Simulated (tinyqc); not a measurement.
# p-type polysilicon, carrier trapping at grain boundaries: effects of single changes

One-dimensional grains of size Lg, uniform ionised doping N, monovalent traps Qt at each boundary at a depth Et below (for electrons) or above (for holes) the band edge there, abrupt depletion of width W on each side of a boundary, Boltzmann statistics. xi is the distance from the band edge at the grain centre to the Fermi level. Trapped charge Qt/(1 + exp((xi + VB - Et)/Vt)) = 2 N W, barrier VB = q N W^2/(2 eps0 eps_r).

Values chosen for this exercise; values of the order met in polycrystalline silicon:
```
symbol,value,unit,meaning
T,300,K,temperature
eps_r,11.7,,relative permittivity
NB,2.65e19,cm^-3,valence-band density of states at T
Lg,16,nm,grain size
Qt,1.1e12,cm^-2,trap density of a grain boundary
Et,0.34,eV,depth of the trap level from the majority band edge at the boundary
ms,0.33,m0,mass for thermionic emission
fe,0.5,,correction factor of the emission rate
mug,78,cm^2/(V s),mobility inside the grains
N,1.9e17,cm^-3,doping
```

Constants: q = 1.602176634e-19 C, kB = 1.380649e-23 J/K, m0 = 9.1093837015e-31 kg, Vt = kB T/q, eps0 = 8.8541878128e-14 F/cm where lengths are in cm. Results are converted to the units shown.

Each table varies one quantity; the others keep the values above.

## Effect of the doping

If the trap equation with xi = Vt ln(NB/N) has a root W < Lg/2, the grain is partly depleted; otherwise W = Lg/2 and the trap equation gives xi = Et - VB + Vt ln(Qt/(N Lg) - 1). N* = Qt/Lg. n0 = NB exp(-xi/Vt); mean density n0 (1 - 2 W/Lg) by charge balance in a partly depleted grain, and n0 (sqrt(pi)/2) erf(u)/u with u = sqrt(VB/Vt) in a fully depleted one; v = sqrt(kB T/(2 pi ms m0)); barrier resistivity Vt exp(VB/Vt)/(q fe n0 v Lg); grain resistivity (1 - 2 W/Lg)/(q n0 mug); effective mobility 1/(q mean density total resistivity). Rows with xi above 0.45 V, towards mid-gap, are left out, since the other carrier type is ignored.

Result of one run:
columns A: N (cm^-3); B: N/N*; C: depleted share 2 W/Lg; D: VB (V); E: xi (V); F: mean density (cm^-3); G: resistivity (ohm cm); H: effective mobility (cm^2/(V s))
```
A           B       C        D        E         F       G     H
7.1e17  1.033  0.9681  0.03293  0.09357  2.268e16  0.2204  1249
```

What becomes of these results when the doping N is changed from 7.1e17 to 3.4e16 cm^-3, all else the same?

Result of the changed run:
columns A: N (cm^-3); B: N/N*; C: depleted share 2 W/Lg; D: VB (V); E: xi (V); F: mean density (cm^-3); G: resistivity (ohm cm); H: effective mobility (cm^2/(V s))
```
A             B      C         D       E         F        G      H
3.4e16  0.04945  1.000  0.001683  0.4147  2.797e12  1.609e4  138.7
```

The whole series:
columns A: N (cm^-3); B: N/N*; C: depleted share 2 W/Lg; D: VB (V); E: xi (V); F: mean density (cm^-3); G: resistivity (ohm cm); H: effective mobility (cm^2/(V s))
```
A             B        C         D        E         F        G      H
3.4e16  0.04945    1.000  0.001683   0.4147  2.797e12  1.609e4  138.7
6.3e16  0.09164    1.000  0.003118   0.3962  5.630e12     8296  133.6
1.2e17   0.1745    1.000  0.005939   0.3742  1.271e13     3958  124.0
2.1e17   0.3055    1.000   0.01039   0.3508  2.980e13     1903  110.1
3.9e17   0.5673    1.000   0.01930   0.3137  1.136e14    638.4  86.04
7.1e17    1.033   0.9681   0.03293  0.09357  2.268e16   0.2204   1249
1.3e18    1.891   0.5288   0.01799  0.07794  6.126e17  0.09545  106.7
2.4e18    3.491   0.2864  0.009746  0.06209  1.713e18  0.04995  72.96
4.3e18    6.255   0.1599  0.005440  0.04701  3.613e18  0.02800  61.71
8e18      11.64  0.08594  0.002924  0.03096  7.313e18  0.01517  56.26
```

As N goes from 3.4e16 to 8e18, VB goes from 0.00168 through a maximum of 0.0329 (at N = 7.1e17 among the rows listed) to 0.00292 V, the resistivity falls from 16100 to 0.0152 ohm cm and the effective mobility moves up and down between 56.3 and 1250 cm^2/(V s). The steepest fall of the resistivity among the rows, as N^(-13.3), lies between N = 3.9e17 and 7.1e17 cm^-3; N* = 6.88e17 cm^-3. While the grain is fully depleted VB grows as N; once the traps are full it falls as 1/N. For N = 2.4e18, 4.3e18, 8e18 xi is under 2.5 Vt, where Boltzmann statistics begin to fail. For N = 3.4e16, 6.3e16, 1.2e17, 2.1e17, 3.9e17, 1.3e18, 2.4e18, 4.3e18, 8e18 VB is below Vt, where abrupt depletion and thermionic emission are rough. For N = 7.1e17, 1.3e18 the grain is near the changeover between partial and full depletion, within a few Debye lengths, where both limits are rough. For N = 3.4e16, 6.3e16, 1.2e17, 2.1e17, 3.9e17, 7.1e17, 1.3e18 the effective mobility exceeds mug, since drift through the depleted part of the grain is left out.

## Effect of the trap density of a grain boundary

Same model as above.

N* = Qt/Lg.

Result of one run:
columns A: Qt (cm^-2); B: N/N*; C: depleted share 2 W/Lg; D: VB (V); E: xi (V); F: mean density (cm^-3); G: resistivity (ohm cm); H: effective mobility (cm^2/(V s))
```
A          B        C          D        E          F        G       H
2e11  1.5200  0.65769  0.0040674  0.12765  6.5040e16  0.40948  234.36
```

What becomes of these results when the trap density of a grain boundary Qt is changed from 2e11 to 5.7e11 cm^-2, all else the same?

Result of the changed run:
columns A: Qt (cm^-2); B: N/N*; C: depleted share 2 W/Lg; D: VB (V); E: xi (V); F: mean density (cm^-3); G: resistivity (ohm cm); H: effective mobility (cm^2/(V s))
```
A             B       C          D        E          F       G       H
5.7e11  0.53333  1.0000  0.0094033  0.32714  7.5387e13  732.31  113.06
```

The whole series:
columns A: Qt (cm^-2); B: N/N*; C: depleted share 2 W/Lg; D: VB (V); E: xi (V); F: mean density (cm^-3); G: resistivity (ohm cm); H: effective mobility (cm^2/(V s))
```
A              B        C          D        E          F        G       H
2e11      1.5200  0.65769  0.0040674  0.12765  6.5040e16  0.40948  234.36
3.4e11   0.89412   1.0000  0.0094033  0.27544  5.5702e14   99.109  113.06
5.7e11   0.53333   1.0000  0.0094033  0.32714  7.5387e13   732.31  113.06
9.7e11   0.31340   1.0000  0.0094033  0.35087  3.0109e13   1833.5  113.06
1.6e12   0.19000   1.0000  0.0094033  0.36808  1.5473e13   3567.9  113.06
2.8e12   0.10857   1.0000  0.0094033  0.38503  8.0340e12   6871.6  113.06
4.7e12  0.064681   1.0000  0.0094033  0.39966  4.5616e12    12102  113.06
8e12    0.038000   1.0000  0.0094033  0.41414  2.6056e12    21187  113.06
```

As Qt goes from 2e11 to 8e12, VB rises from 0.00407 to 0.00940 V, the resistivity rises from 0.409 to 21200 ohm cm and the effective mobility falls from 234 to 113 cm^2/(V s). In every row VB is below Vt, where abrupt depletion and thermionic emission are rough. For Qt = 2e11 the grain is near the changeover between partial and full depletion, within a few Debye lengths, where both limits are rough. In every row the effective mobility exceeds mug, since drift through the depleted part of the grain is left out.

Computed by the program tinyqc: `OMP_NUM_THREADS=1 python tinyqc.py 2830038 2830039 out.jsonl`, one thread of a shared Intel Xeon 2.30GHz, about 0.01 s for the whole run.
